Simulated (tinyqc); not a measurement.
# Ballistic Schottky-barrier transistor with a one-dimensional channel, WKB contacts: what changes with what

Source Fermi level 0, drain Fermi level -Vd. Far from the contacts Ec = pn - psi, and the gate moves psi one to one; the band edges relax as exp(-x/lam) from pn at the source and pn - Vd at the drain; Ev = Ec - Eg. A carrier of energy w inside the channel band meets at a contact a barrier of height D (the contact edge beyond the channel edge): T = 1 for w >= D, else exp(-S), S = 4 lam sqrt(m/C) [sqrt(D - w) - sqrt(w) arctan sqrt((D - w)/w)], C = hbar^2/(2 m0). The two contacts combine as Ts Td/(Ts + Td - Ts Td).

Inputs (values chosen for the exercise); channel values close to those of a silicon nanowire with silicide contacts: temperature T = 250 K; band gap Eg = 1.12 eV; barrier for electrons at both contacts pn = 0.64 eV; electron mass mn = 0.2 m0; hole mass mp = 0.25 m0; valleys or subbands g = 2; screening length at the contacts lam = 2.1 nm; drain bias Vd = 0.7 V.

Constants: q = 1.602176634e-19 C, kB = 1.380649e-23 J/K, hbar = 1.054571817e-34 J s, h = 6.62607015e-34 J s, m0 = 9.1093837015e-31 kg, Vt = kB T/q, hbar^2/(2 m0) = 0.0380998212 eV nm^2. Results are converted to the units shown.

Each table varies one quantity; the others keep the values above.

## Ambipolar transfer curve

I = g (2 q^2/h) int T(w) [f(Es + w) - f(Ed + w)] dw, f(y) = 1/(1 + exp(y/Vt)). Electrons: Ds = psi, Dd = psi - Vd, Es = Ec, Ed = Ec + Vd. Holes: Ds = -psi, Dd = Vd - psi, Es = -Ev, Ed = -Ev - Vd. The size of each current is taken; both flow from drain to source and add. The integrals are converged. Swing = d(psi)/d(log10 I).

Ambipolar transfer curve:

| ps (V) | electrons (uA) | holes (uA) | I (uA) | swing (mV/decade) |
|---|---|---|---|---|
| -0.38 | 9.146e-21 | 0.9099 | 0.9099 | -531.1 |
| -0.28 | 9.488e-19 | 0.5610 | 0.5610 | -426.5 |
| -0.17 | 1.566e-16 | 0.2833 | 0.2833 | -321.6 |
| -0.06 | 2.583e-14 | 0.1114 | 0.1114 | -228.7 |
| 0.04 | 1.304e-12 | 0.03300 | 0.03300 | -156.4 |
| 0.15 | 2.360e-11 | 0.004085 | 0.004085 | -95.32 |
| 0.26 | 5.900e-10 | 1.682e-4 | 1.682e-4 | -72.73 |
| 0.36 | 1.377e-8 | 7.360e-6 | 7.374e-6 | -75.51 |
| 0.47 | 5.242e-7 | 2.848e-7 | 8.090e-7 | 193.8 |
| 0.58 | 2.272e-5 | 1.473e-8 | 2.274e-5 | 66.62 |
| 0.68 | 6.120e-4 | 1.269e-9 | 6.120e-4 | 79.24 |
| 0.79 | 0.007648 | 1.079e-11 | 0.007648 | 129.9 |

What does the comparison show?

I goes from 0.910 through a minimum of 8.09e-7 (at ps = 0.47 V among the rows listed) to 0.00765 uA; the exact minimum lies at psi = 0.458 V. Holes carry the left branch and electrons the right. The ratio of the last row to the smallest is 9450 and of the first row 1.12e6, with barriers of 0.64 eV for electrons and 0.480 eV for holes. The steepest swing among the rows is 66.6 mV/decade, against the thermionic limit 49.6.

## Barrier height from the temperature dependence

Same model as above.

The apparent barrier is -d ln(I_e/T^1)/d(q/kB T), taken between T - 10 K and T + 10 K for the electron current.

Barrier height from the temperature dependence:

| ps (V) | electrons (uA) | Ec (eV) | apparent barrier (eV) |
|---|---|---|---|
| -0.25 | 3.82e-18 | 0.890 | 0.890 |
| -0.18 | 9.84e-17 | 0.820 | 0.820 |
| -0.11 | 2.54e-15 | 0.750 | 0.750 |
| -0.04 | 6.54e-14 | 0.680 | 0.680 |
| 0 | 4.19e-13 | 0.640 | 0.640 |
| 0.1 | 6.10e-12 | 0.540 | 0.570 |
| 0.17 | 4.14e-11 | 0.470 | 0.512 |
| 0.24 | 3.22e-10 | 0.400 | 0.450 |
| 0.31 | 2.79e-9 | 0.330 | 0.386 |
| 0.38 | 2.64e-8 | 0.260 | 0.320 |
| 0.45 | 2.68e-7 | 0.190 | 0.253 |

What does the comparison show?

For psi < 0 the channel edge is the highest point, and the apparent barrier follows Ec one to one (0.890 eV against 0.890). At flat band it is 0.640 eV (psi = 0 V), near pn = 0.64 eV. Beyond, the top stays at pn but tunnelling lowers the apparent value to 0.253 eV in the last row, so only the point where the line bends gives the true barrier.

Range of the model: No scattering, image-force lowering, channel charge or band-to-band tunnelling; parabolic kappa overstates S deep in the gap.

Numbers from tinyqc (`OMP_NUM_THREADS=1 python tinyqc.py 2390149 2390150 out.jsonl`; about 0.06 s on one thread of a shared Intel Xeon 2.30GHz).
